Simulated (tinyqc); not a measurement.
Valley splitting in a one-orbital chain of atomic planes (second-neighbour model): one step. Levels and the valley doublet. Four cases, with inputs chosen for the exercise.

Task: Diagonalise H. The two lowest levels are the doublet made from the valleys at +k0 and -k0; give their splitting, the weights of the lowest state, and its parity under reversal of the planes.

Give: levels; splitting; weights on the planes; parity of the lowest state.

Case 1.

H (eV), lower triangle:
```
          1         2         3         4         5         6         7         8         9
1  1.284423
2  0.579268  1.284423
3  0.568421  0.579268  1.284423
4         0  0.568421  0.579268  1.284423
5         0         0  0.568421  0.579268  1.284423
6         0         0         0  0.568421  0.579268  1.284423
7         0         0         0         0  0.568421  0.579268  1.284423
8         0         0         0         0         0  0.568421  0.579268  1.284423
9         0         0         0         0         0         0  0.568421  0.579268  1.284423
```

Result:

levels (eV): 0.1414  0.2025  0.5162  0.7049  1.0490  1.1261  1.8120  2.6740  3.3337

splitting = 61.18 meV

weights on the planes: 0.072  0.070  0.073  0.285  0.000  0.285  0.073  0.070  0.072

parity of the lowest state: odd

The mean of the doublet lies 0.1720 eV above the bulk minimum, and level 3 lies 0.3443 eV above that mean; the weights oscillate from plane to plane because the two valleys interfere.

Case 2.

H (eV), lower triangle:
```
          1         2         3         4         5         6         7
1  1.346303
2  0.494737  1.346303
3  0.624130  0.494737  1.346303
4         0  0.624130  0.494737  1.346303
5         0         0  0.624130  0.494737  1.346303
6         0         0         0  0.624130  0.494737  1.346303
7         0         0         0         0  0.624130  0.494737  1.346303
```

Result:

levels (eV): 0.2606  0.3006  0.8623  1.1118  1.4350  2.2518  3.2019

splitting = 40.06 meV

weights on the planes: 0.085  0.180  0.029  0.413  0.029  0.180  0.085

parity of the lowest state: even

The mean of the doublet lies 0.2806 eV above the bulk minimum, and level 3 lies 0.5817 eV above that mean; the weights oscillate from plane to plane because the two valleys interfere.

Case 3.

H (eV), lower triangle:
```
          1         2         3         4         5         6         7         8         9
1  1.481068
2  0.739900  1.481068
3  0.632309  0.739900  1.481068
4         0  0.632309  0.739900  1.481068
5         0         0  0.632309  0.739900  1.481068
6         0         0         0  0.632309  0.739900  1.481068
7         0         0         0         0  0.632309  0.739900  1.481068
8         0         0         0         0         0  0.632309  0.739900  1.481068
9         0         0         0         0         0         0  0.632309  0.739900  1.481068
```

Result:

levels (eV): 0.1534  0.2189  0.5748  0.7208  1.1291  1.2384  2.1730  3.1794  3.9419

splitting = 65.46 meV

weights on the planes: 0.075  0.059  0.084  0.281  0.000  0.281  0.084  0.059  0.075

parity of the lowest state: odd

The mean of the doublet lies 0.1861 eV above the bulk minimum, and level 3 lies 0.3887 eV above that mean; the weights oscillate from plane to plane because the two valleys interfere.

Case 4.

H (eV), lower triangle:
```
           1         2         3         4         5         6         7         8         9        10        11
1   1.353841
2   0.678792  1.353841
3   0.577125  0.678792  1.353841
4          0  0.577125  0.678792  1.353841
5          0         0  0.577125  0.678792  1.353841
6          0         0         0  0.577125  0.678792  1.353841
7          0         0         0         0  0.577125  0.678792  1.353841
8          0         0         0         0         0  0.577125  0.678792  1.353841
9          0         0         0         0         0         0  0.577125  0.678792  1.353841
10         0         0         0         0         0         0         0  0.577125  0.678792  1.353841
11         0         0         0         0         0         0         0         0  0.577125  0.678792  1.353841
12         0         0         0         0         0         0         0         0         0  0.577125  0.678792

          12
12  1.353841
```

Result:

levels (eV): 0.0914  0.1194  0.3402  0.4476  0.6974  0.8296  1.0729  1.1957  1.8743  2.6099  3.2607  3.7070

splitting = 28.05 meV

weights on the planes: 0.035  0.054  0.018  0.199  0.021  0.173  0.173  0.021  0.199  0.018  0.054  0.035

parity of the lowest state: odd

The mean of the doublet lies 0.1054 eV above the bulk minimum, and level 3 lies 0.2348 eV above that mean; the weights oscillate from plane to plane because the two valleys interfere.

Computed by tinyqc, one run a case: `OMP_NUM_THREADS=1 python tinyqc.py N N+1 out.jsonl` with N = 1450310, 1450379, 1450401, 1450511; one thread of a shared Intel(R) Xeon(R) Processor @ 2.30GHz, about 0.02 s a run at most.
